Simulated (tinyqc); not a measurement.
# Input admittance of a MOSFET at zero drain bias: distributed channel and distributed gate: what changes with what

Source and drain grounded, strong inversion, w = 2 pi f, Cox = eps0 eox/tox. The channel is an RC line of resistance 1/(mu Cox Vo) per square fed from both ends, so one finger has the intrinsic admittance y = i w Cox L tanh(g)/g per width, g = (1/2) sqrt(i w tau), tau = L^2/(mu Vo). The vertical resistance rv/L is in series with y, the overlaps 2 i w Cov in parallel: y_t = 1/(1/y + rv/L) + 2 i w Cov. The gate strip is a line of Rsh/L per length loaded by y_t, so a finger has Y = y_t Wf tanh(k)/k, k = (Wf/sd) sqrt(y_t Rsh/L); the device has Nf Y.

Values chosen for this exercise; values of the order met in silicon radio-frequency transistors:
- eox = 3.9 (relative permittivity of the gate insulator (close to silicon dioxide))
- tox = 1.6 nm (insulator thickness)
- L = 1.4 um (channel length)
- Wf = 1.9 um (finger width)
- Nf = 1 (number of fingers)
- mu = 320 cm^2/(V s) (channel mobility)
- Vo = 0.64 V (gate overdrive)
- Rsh = 6.2 ohm/square (sheet resistance of the gate)
- rv = 1.1 ohm um^2 (vertical resistivity of the gate stack)
- sd = 2 (number of ends at which a finger is contacted)
- Cov = 0.2 fF/um (overlap and fringe capacitance on each side)
- f = 1.7 GHz (frequency)

Constants: eps0 = 8.8541878128e-14 F/cm where lengths are in cm. Results are converted to the units shown.

Each table varies one quantity; the others keep the values above.

## Input impedance against frequency

Low-frequency limits, with c = Cox L and ct = c + 2 Cov: R_strip = Rsh Wf/(3 sd^2 L Nf), R_ch = (c/ct)^2 L/(12 mu Cox Vo Wf Nf), R_vert = (c/ct)^2 rv/(L Wf Nf), C = ct Wf Nf. Z = 1/(Nf Y) = R + 1/(i w C), Q = |Im Z|/R, far-point signal |1/cosh k|.

The same in every row: low-frequency R (ohm) = 136.4.

Input impedance against frequency:
```
f (GHz)	w tau	|k|	R (ohm)	C (fF)	Q	signal at the far point
0.02	0.01203	0.003921	136.4	58.17	1003	1.000
0.05	0.03007	0.006200	136.4	58.17	401.1	1.000
0.1	0.06013	0.008768	136.4	58.17	200.6	1.000
0.3	0.1804	0.01519	136.4	58.17	66.86	1.000
0.9	0.5412	0.02629	136.4	58.14	22.30	1.000
3	1.804	0.04765	136.2	57.89	6.727	0.9998
7	4.209	0.07053	135.4	56.72	2.961	0.9992
20	12.03	0.1007	128.7	48.73	1.269	0.9969
50	30.07	0.1208	103.1	31.37	0.9840	0.9948
```

R falls from 136 to 103 ohm and C falls from 58.2 to 31.4 fF. Q goes as f^(-1.00) between the first two rows and f^(-0.28) between the last two, where w tau = 30.1 and |k| = 0.121. The low-frequency limits hold both R and C within 5 % up to f = 7 GHz among the rows.

## Effect of the channel length

Same model as above.

Results:
```
L (um)	w tau	|k|	R (ohm)	low-frequency R (ohm)	C (fF)	Q	signal at the far point
0.03	4.694e-4	0.04568	41.23	41.23	1.990	1141	1.000
0.058	0.001755	0.04126	25.96	25.96	3.138	1149	1.000
0.11	0.006311	0.03882	20.77	20.77	5.271	855.1	1.000
0.22	0.02524	0.03740	25.27	25.27	9.781	378.8	1.000
0.42	0.09200	0.03670	41.83	41.83	17.98	124.5	1.000
0.8	0.3338	0.03632	77.74	77.75	33.56	35.88	1.000
3	4.694	0.03434	291.9	294.6	120.1	2.671	0.9998
```

Estimate the missing row, L = 1.6 um.

Computed row:
```
L (um)	w tau	|k|	R (ohm)	low-frequency R (ohm)	C (fF)	Q	signal at the far point
1.6	1.335	0.03597	156.0	156.1	66.20	9.066	0.9999
```

With this row back in the table: As L goes from 0.03 to 3, R goes from 41.2 through a minimum of 20.8 (at L = 0.11 among the rows listed) to 292 ohm, C rises from 1.99 to 120 fF and Q goes from 1140 through a maximum of 1150 (at L = 0.058 among the rows listed) to 2.67. R_strip falls as 1/L while R_ch grows with L, which gives the minimum of R.

Numbers from tinyqc (`OMP_NUM_THREADS=1 python tinyqc.py 2262059 2262060 out.jsonl`; about 0.01 s on one thread of a shared Intel Xeon 2.30GHz).
